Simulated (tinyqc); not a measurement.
Inter-valley coupling by envelope functions against a chain of atomic planes, step by step. Values are carried at full precision from step to step, so a last printed digit may differ when a step is redone from the rounded ones.

Chain: E(phi) = e0 + 2 v cos(phi) + 2 u cos(2 phi), cos(phi0) = -v/(4u), e0 = 2u + v^2/(4u); plane j = 0, 1, ... has the potential V_j = dE x_j + F (j - 30) a/4 (1 MV/m = 1e-4 V/angstrom). There are 30 barrier planes a side; with y = j - 29.5, x_j = xb (f(y) + f(Nw - y)), f(y) = 1/(1 + exp(y/L)), plus any Ge added in the well. The valley splitting is the spacing of the two lowest levels. Envelope theory: F_j solves a one-valley chain with hopping -b and diagonal 2b + V_j, b = 4u sin^2(phi0), sum F_j^2 = 1; the valleys couple by Dv = sum_j F_j^2 V_j exp(-2 i phi0 j) and split by 2|Dv|.

Constants: hbar^2/2m0 = 3.80998211 eV angstrom^2.

Parameters, chosen for this exercise (near those of the Delta valleys of silicon in a SiGe well; the results hold for these values, not for the real material):
- a = 5.431 angstrom (lattice constant; planes lie a/4 apart)
- u = 0.594 eV (second-neighbour hopping)
- v = 0.506 eV (nearest hopping)
- Nw = 49 (planes in the well)
- L = 1.5 planes (interface width)
- xb = 0.2 (Ge fraction of the barriers)
- dE = 0.52 eV (offset per unit Ge fraction)
- F = 8 MV/m (field)
- js = 64 (plane j of a Ge spike (the well starts at j = 30))
- xs = 0.04 (Ge fraction added on that plane)

## Valley phase, mass and the wavelengths that couple the valleys

phi0; b = 4u sin^2(phi0); mass m/m0 = c/(b (a/4)^2), c = hbar^2/2m0. A potential couples the valleys if its phase advances by 2 phi0 a plane, or, since only whole planes count, by 2 pi - 2 phi0: periods pi/phi0 and pi/(pi - phi0) planes.

phi0 = 1.78540 rad
b = 2.26824 eV
mass = 0.9112 m0

periods (planes): pi/phi0 1.7596, pi/(pi - phi0) 2.3165

longer period = 3.1452 angstrom

## The smooth well

Lowest doublet of the chain and the envelope result.

level (meV): chain 27.682, envelope 27.711

splitting (micro-eV): chain 0.156, envelope 0.0673

planes covered, 1/sum F^4 = 31.25
largest F_j^2 = 0.04517

The levels agree within 0.03 meV. A graded interface has little Fourier weight at 2 phi0, so the splitting is a small remainder of cancelling terms; the envelope value is 0.43 times that of the chain.

## One plane of added Ge, to first order

F_j^2 of the smooth well on that plane = 0.00553

F_j is the envelope on plane j (sum F_j^2 = 1) and Dv the coupling of the two valleys, which split by 2|Dv|. A single plane has Fourier weight at all wavelengths: it adds dE xs F_j^2 to |Dv|, so the splitting is about 2 dE xs F_j^2 if this term rules, and the mean of the doublet rises by dE xs F_j^2.

splitting = 230 micro-eV
rise of the mean level = 0.115 meV

The chain with the spike gives 208 micro-eV and a rise of 0.104 meV; the envelope solved with the spike gives 207. First order is +11 % off: the state draws back from the spike, which the envelope solved anew includes.

## Checks

- Splitting with a weak spike (0.02) on plane j = 46 from the envelope against the chain (micro-eV): 847 against 851.

tinyqc: `OMP_NUM_THREADS=1 python tinyqc.py 1452684 1452685 out.jsonl`; about 0.05 s, one thread, shared Intel(R) Xeon(R) Processor @ 2.30GHz.
